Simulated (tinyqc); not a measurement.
Worked calculation: tight binding, honeycomb lattice. One step of it, computed by the program tinyqc.

Problem. Bloch Hamiltonian at k. H_AB = -t1 (1 + exp(-i k.a1) + exp(-i k.a2)); H_AA = delta - 2 t2 sum cos(k.b + phi), H_BB = -delta - 2 t2 sum cos(k.b - phi), b = a1, a2 - a1, -a2.

Parameters chosen for this model:
```
parameter      value                        unit
t1          2.270000                 eV, nearest
t2          0.360000       eV, second neighbours
phi        -1.330000  rad, phase of t2 (Haldane)
delta       2.050000          eV, +/- on A and B
```

k point k (fractions of the reciprocal vectors): [-0.110000, 0.490000]

Give: H(k) at k.

Solution.

H(k) at k (eV), order A, B:
```
[[3.1286, -1.7535-1.3044i],
 [-1.7535+1.3044i, -2.7726]]
```
